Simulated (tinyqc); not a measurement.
From results back to parameters: round or elliptic silicon nanowire with anisotropic valleys (Ritz method). Two cases, with inputs chosen for the exercise.

Problem. For a circular wire every level scales as 1/R^2. The lowest level of group A was computed from a hidden radius.

Wire along x = [110] on a (001) wafer, y = [-110], z = [001]. Valley groups (w = inverse masses): A, two valleys along z: w_y = 1/mt, w_z = 1/ml, m_x = mt; B, four valleys in the wafer plane: w_y = (1/ml + 1/mt)/2, w_z = 1/mt, m_x = (ml + mt)/2.

Hard wall on the ellipse (y/a)^2 + (z/b)^2 = 1, c = hbar^2/2m0. With u = y/a, v = z/b the operator is -c [(w_y/a^2) d2/du2 + (w_z/b^2) d2/dv2] on the unit disc. Basis (1 - u^2 - v^2) u^i v^j; S, X and Y are the disc integrals of f f', (df/du)(df'/du) and (df/dv)(df'/dv), from the integral of u^p v^q = 2 Gamma((p+1)/2) Gamma((q+1)/2)/((p + q + 2) Gamma((p+q+2)/2)) for even p, q; H = c (w_y X/a^2 + w_z Y/b^2).

Converged values use 21 functions of each parity class (e or o in u, then in v).

Constants: hbar^2/2m0 = 3.80998211 eV angstrom^2.

Find: E R^2/c; R.

Case 1.

Values chosen (out of a larger set: near those of a Si nanowire; not measured data): ml = 0.905 m0 (longitudinal mass); mt = 0.189 m0 (transverse mass).

level = 0.053453 eV

Solution.

E R^2/c = 18.183
R = 36.0 angstrom

Solve once for R = 1 and scale. The mean inverse mass would give 2.404826^2 (1/mt + 1/ml)/2 = 18.495, 1.7 % too high.

Case 2.

Values chosen (out of a larger set: near those of a Si nanowire; not measured data): ml = 0.92 m0 (longitudinal mass); mt = 0.189 m0 (transverse mass).

level = 0.037348 eV

Solution.

E R^2/c = 18.125
R = 43.0 angstrom

Solve once for R = 1 and scale. The mean inverse mass would give 2.404826^2 (1/mt + 1/ml)/2 = 18.442, 1.8 % too high.

Computed by tinyqc, one run a case: `OMP_NUM_THREADS=1 python tinyqc.py N N+1 out.jsonl` with N = 1251873, 1251893; one thread of a shared Intel(R) Xeon(R) Processor @ 2.30GHz, about 0.06 s a run at most.
